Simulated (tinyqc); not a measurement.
Microkinetic model of low-temperature epitaxy from hydride gases: adsorption, hydrogen desorption and rate control: one step, computed by the program tinyqc. Command: `OMP_NUM_THREADS=1 python tinyqc.py 3007649 3007650 out.jsonl hepi walk`. One thread of a shared host (Intel(R) Xeon(R) Processor @ 2.30GHz), about 0.01 s of CPU time with the checks.

Each hydride molecule needs two free sites and leaves four hydrogen atoms, of which two leave at once as H2; theta is the hydrogen coverage, the site density is 6.78 per nm^2 and one layer is 1.358 angstrom thick.

Problem. Coverage and growth rate. With k the hydride and k_H the hydrogen adsorption rate on free pairs and k_d the desorption rate, steady state: 2 (k + k_H)(1 - theta)^2 = k_d theta^2; growth rate R = k (1 - theta)^2 layers/s; 1 layer/s = 8.148 nm/min. With c = 2 (k + k_H)/k_d the free share is 1 - theta = 1/(1 + sqrt(c)).

Inputs (values chosen for the exercise, close to those used for silane, with second-order desorption as on Si(111) but the site density of Si(001)): temperature T = 500 C.

Film: silicon. Order of hydrogen desorption: second.

k = 0.5707996 1/s

k_H = 0 1/s

k_d = 0.003579524 1/s

Give: c; hydrogen coverage theta; growth rate R in layers; growth rate G.

Solution.

c = 318.9

hydrogen coverage theta = 0.9470

growth rate R in layers = 0.001605 layers/s

growth rate G = 0.01308 nm/min

Hydrogen covers most sites: its desorption limits growth.
